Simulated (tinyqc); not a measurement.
Stretching all distances: RHF, UHF, MP2, CISD and CCSD against full CI in the sto-3g basis, for H6, spin multiplicity 1. Computed by the program tinyqc with PySCF. 

Geometry (angstrom):
```
atom       x       y       z
H     0.0000  0.0000  0.0000
H     0.0000  0.0000  0.7710
H     0.0000  0.0000  1.6780
H     0.0000  0.0000  2.4490
H     0.0000  0.0000  3.3550
H     0.0000  0.0000  4.1270
```

All coordinates are multiplied by the scale. c0^2 is the weight of the RHF determinant in the lowest singlet FCI state (UHF is spin-contaminated and may lie near states of higher spin) and n(LUMO) the first natural occupation beyond the occupied space.

Full CI energy (hartree) and errors against it (kcal/mol):
```
scale   distance 1-2 (angstrom)     E(FCI)       RHF      UHF       MP2     CISD     CCSD  <S^2> UHF    c0^2  n(LUMO)
0.9800                   0.7556  -3.254510   39.2528  39.2528   12.2573   0.8138   0.1007     0.0000  0.9615   0.0483
1.1600                   0.8944  -3.291304   51.1260  51.1260   18.0628   1.7583   0.1587     0.0000  0.9380   0.0728
1.3400                   1.0331  -3.247731   66.7367  66.7367   26.0642   3.6357   0.2542     0.0000  0.9032   0.1066
1.5200                   1.1719  -3.172666   87.2164  79.7613   36.9257   7.1698   0.3889     0.6513  0.8529   0.1527
1.7000                   1.3107  -3.090767  113.3589  79.7906   51.0791  13.3086   0.5250     1.2926  0.7842   0.2133
1.8800                   1.4495  -3.015207  145.3397  70.1116   68.4210  22.9528   0.5513     1.8255  0.6987   0.2878
2.0600                   1.5883  -2.952315  182.5182  55.7545   88.0948  36.5416   0.2448     2.2298  0.6035   0.3723
2.2400                   1.7270  -2.903845  223.4405  41.1269  108.4983  53.7578  -0.8461     2.5110  0.5087   0.4606
```

UHF parts from RHF first at scale 1.52 of those listed, where <S^2> leaves zero. The weight c0^2 goes from 0.96 to 0.51 and n(LUMO) from 0.05 to 0.46: static correlation grows as the bonds break into open-shell fragments. The spread of the error along the curve, which distorts its shape, is CCSD 1.4, UHF 40.5, CISD 52.9, MP2 96.2, RHF 184.2 kcal/mol. Below FCI somewhere: CCSD, as non-variational methods may be. The table stops here: at scale 2.42 and beyond, the reference weight falls under 0.45 or RHF, UHF or CCSD hop between solutions, so those rows were left out and the spreads given cover only the rows shown. As computed, partly on other solutions, the errors there reach in size RHF 266, UHF 29, MP2 128, CISD 74, CCSD 4 kcal/mol.
